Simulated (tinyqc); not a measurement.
Scan in temperature at fixed frequency: admittance spectroscopy and thermally stimulated current of one trap level in a depletion layer. Computed by tinyqc, a small Python program. Command: `OMP_NUM_THREADS=1 python tinyqc.py 3113535 3113536 out.jsonl admit walk`. One thread of a shared host (Intel(R) Xeon(R) Processor @ 2.30GHz), about 0.01 s of CPU time with the checks.

A Schottky junction on n-type material holds one donor-like electron trap; shallow donors are fully ionised and abrupt depletion edges are assumed.

Inputs (values chosen for the exercise, modelled on n-type germanium):

| quantity | value | unit |
|---|---|---|
| dielectric constant eps | 16.1 | - |
| density-of-states mass m | 0.532 | m_0 |
| shallow doping N | 1.8e+16 | 1/cm^3 |
| trap density N_t | 9.3e+15 | 1/cm^3 |
| trap depth E_t below the band | 0.282 | eV |
| capture cross section sigma | 7.7e-15 | cm^2 |
| band bending V_b | 0.38 | V |
| test frequency f | 2000 | Hz |

Constants: k_B = 1.380649e-23 J/K; m_0 = 9.1093837015e-31 kg; h = 6.62607015e-34 J s; k_B = 8.617333262e-05 eV/K; eps_0 = 8.8541878128e-12 F/m; e = 1.602176634e-19 C.

Method:
- N_c = 2 (2 pi m k_B T/h^2)^(3/2), v_th = sqrt(3 k_B T/m), emission rate e_n = sigma v_th N_c exp(-E_t/(k_B T)).
- Where the level crosses the Fermi level capture equals emission, so the trap follows the signal with the rate 2 e_n; G/omega peaks at omega = 2 e_n (the correction for large N_t/N is left out).
- Solve 2 e_n(T_p) = 2 pi f.
- With E_c - E_F = k_B T_p ln(N_c/N): lambda = sqrt(2 eps eps_0 (E_t - (E_c - E_F))/(e^2 N)); traps are empty and charged for x < x_t = w - lambda, and V_b = e (N w^2 + N_t x_t^2)/(2 eps eps_0). High frequency: C_hf = eps eps_0/w. Low frequency: C_lf = eps eps_0 (N + N_t)/(N w + N_t x_t).
- With x = omega/(2 e_n): C = C_hf + (C_lf - C_hf)/(1 + x^2), G/omega = (C_lf - C_hf) x/(1 + x^2); C_hf and C_lf are held at their values at T_p.

peak temperature T_p = 181.202 K

C_hf = 74.9138 nF/cm^2

C_lf = 99.7397 nF/cm^2

Admittance:

| T (K) | omega/(2 e_n) | C (nF/cm^2) | G/omega (nF/cm^2) |
|---|---|---|---|
| 159.5 | 15.065 | 75.023 | 1.641 |
| 166.7 | 5.685 | 75.659 | 4.236 |
| 172.1 | 2.881 | 77.583 | 7.690 |
| 177.6 | 1.501 | 82.543 | 11.454 |
| 181.2 | 1.000 | 87.325 | 12.413 |
| 184.8 | 0.676 | 91.947 | 11.521 |
| 190.3 | 0.382 | 96.573 | 8.281 |
| 197.5 | 0.190 | 98.878 | 4.545 |
| 206.6 | 0.084 | 99.568 | 2.059 |

What does the comparison show, and why?

The peak of G/omega is half the step, 12.4 nF/cm^2. Its full width is near 2 ln(2 + sqrt3) k_B T_p^2/(E_t + 2 k_B T_p) = 23.8 K. Caution: N_t/N is not small, so the peak moves away from omega = 2 e_n.

Extremes, crossings and ranges named in words are read from the listed rows.
